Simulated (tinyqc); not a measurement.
From results back to parameters: donor-acceptor pair recombination. Four cases, with inputs chosen for the exercise.

Problem. The lines of two shells were computed from hidden eps and ED + EA.

h nu = Eg - ED - EA + q/(eps R), q = e^2/(4 pi eps0); shell j lies at R = a_lat sqrt(j/2) for the same sublattice and a_lat sqrt(j/2 - 5/16) for opposite ones (on the same sublattice shells 14, 30, 46, 56, 62, ... are empty, where 2j has the form 4^a (8b + 7)); rate W = W0 exp(-2R/aD) with the donor radius aD = q/(2 eps ED). Polarisation and overlap terms, which matter for close pairs, are left out.

Constants: e^2/(4 pi eps0) = 14.39964547 eV angstrom.

Find: R; eps; ED + EA.

Method. h nu against 1/R is a line of slope q/eps and intercept Eg - ED - EA.

Case 1.

Values chosen (near those of impurities in cubic GaN; the results hold for these values, not for the real material): a_lat = 4.5 angstrom (lattice constant); Eg = 3.323 eV (gap); kind = opposite (sublattices of donor and acceptor); j12 = (277, 481) (two shells).

h nu (eV): 3.189888  3.182743

Solution.

R (angstrom): 52.90  69.74

eps = 9.2
ED + EA = 163 meV

Case 2.

Values chosen (near those of impurities in Si; the results hold for these values, not for the real material): a_lat = 5.431 angstrom (lattice constant); Eg = 1.175 eV (gap); kind = opposite (sublattices of donor and acceptor); j12 = (34, 212) (two shells).

h nu (eV): 1.135787  1.103192

Solution.

R (angstrom): 22.19  55.83

eps = 12.0
ED + EA = 93 meV

Case 3.

Values chosen (near those of impurities in 3C SiC; the results hold for these values, not for the real material): a_lat = 4.36 angstrom (lattice constant); Eg = 2.396 eV (gap); kind = opposite (sublattices of donor and acceptor); j12 = (47, 86) (two shells).

h nu (eV): 2.142908  2.124313

Solution.

R (angstrom): 20.99  28.49

eps = 9.7
ED + EA = 324 meV

Case 4.

Values chosen (near those of impurities in Si; the results hold for these values, not for the real material): a_lat = 5.431 angstrom (lattice constant); Eg = 1.169 eV (gap); kind = same (sublattices of donor and acceptor); j12 = (49, 471) (two shells).

h nu (eV): 1.125279  1.093724

Solution.

R (angstrom): 26.88  83.34

eps = 11.5
ED + EA = 90 meV

Computed by tinyqc, one run a case: `OMP_NUM_THREADS=1 python tinyqc.py N N+1 out.jsonl` with N = 1252560, 1252661, 1252673, 1252676; one thread of a shared Intel(R) Xeon(R) Processor @ 2.30GHz, about 0.02 s a run at most.
